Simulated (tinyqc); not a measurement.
Size effects in the resistivity of thin metal films and interconnect lines: one step, computed by the program tinyqc.

Electrons lose their drift at surfaces (a share 1 - p of the hits) and at grain boundaries (reflection R), besides bulk scattering. The line sits in a trench with a non-conducting liner on both walls and the bottom; the spacing equals the drawn width.

Problem. Metal cross-section. Metal width w_m = w - 2t, height h_m = (aspect ratio) w - t, grain size D = (ratio) w_m.

Inputs (values chosen for the exercise, modelled on gold):
```
quantity,value,unit
drawn line width w,4.6,nm
grain size over metal width,2,-
aspect ratio (height over width),1.8,-
liner thickness t,0.9,nm
```

Geometry: line.

Give: metal width w_m; metal height h_m; grain size D; share of the trench filled by metal.

Solution.

metal width w_m = 2.8 nm

metal height h_m = 7.38 nm

grain size D = 5.6 nm

share of the trench filled by metal = 54.25 %
